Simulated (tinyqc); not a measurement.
Time-dependent dielectric breakdown: cell percolation, Weibull statistics, area scaling and voltage extrapolation: one step, computed by the program tinyqc. Command: `OMP_NUM_THREADS=1 python tinyqc.py 3018730 3018731 out.jsonl tddb walk`. One thread of a shared host (Intel(R) Xeon(R) Processor @ 2.30GHz), about 0.01 s of CPU time with the checks.

The oxide is divided into columns of area a^2, each holding m = t_ox/a cells (m is taken as continuous). A share lambda(t) = (t/t_1)^alpha of the cells is defective, and a column whose cells are all defective breaks down.

Problem. Fitting the sample. W = ln(-ln(1 - F_i)) with the median ranks F_i. Least squares in W: W = beta ln t - beta ln t63. Maximum likelihood: solve sum t^b ln t/sum t^b - 1/b = mean of ln t for b, then t63 = (mean of t^b)^(1/b).

Weibull plot:
```
i     t (s)        F_i      ln t          W
1   1306.33  0.0833333  7.174979  -2.441716
2   1450.20  0.2023810  7.279454  -1.486671
3   2144.51  0.3214286  7.670668  -0.947354
4   6897.47  0.4404762  8.838910  -0.543574
5   8154.95  0.5595238  9.006380  -0.198574
6   8661.09  0.6785714  9.066596   0.126615
7  10082.62  0.7976190  9.218569   0.468505
8  15769.82  0.9166667  9.665853   0.910235
```

Give: slope by least squares; t63 by least squares; slope by maximum likelihood; t63 by maximum likelihood.

Solution.

slope by least squares = 1.074

t63 by least squares = 7855 s

slope by maximum likelihood = 1.404

t63 by maximum likelihood = 7466 s

Caution: t_1 is an input here; in a real oxide it changes with thickness at fixed voltage.
